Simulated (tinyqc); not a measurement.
Thermal RC ladder, step response: one step of the calculation.

A ladder of 3 nodes: R_i joins node i to node i + 1, the last R to the ambient; C_i is the heat capacity of node i; theta is the rise above ambient, zero at t = 0. d theta/dt = -A theta + b with b = (Pw/C_1, 0, ...), times in ms.

Problem. One time step. Implicit Euler: (1 + dt A) theta(new) = theta + dt b.

Inputs (values chosen for the exercise):
- C = [0.67, 4.4, 22] mJ/K (heat capacities of the nodes)
- Pw = 30 W (power at node 1 from t = 0)
- dt = 0.09 ms (time step)

A (1/ms):
```
            node 1      node 2      node 3
node 1   7.1073205  -7.1073205   0.0000000
node 2  -1.0822511   1.3628347  -0.2805836
node 3   0.0000000  -0.0561167   0.1669815
```

theta after step 1 (K): node 1 2.5438484, node 2 0.2207313, node 3 0.0010983

Give: theta after step 2.

Solution.

theta after step 2 (K): node 1 4.229, node 2 0.564, node 3 0.004

tinyqc, about 0.01 s, one thread, Intel Xeon 2.30GHz (shared host): `OMP_NUM_THREADS=1 python tinyqc.py 2520116 2520117 out.jsonl`
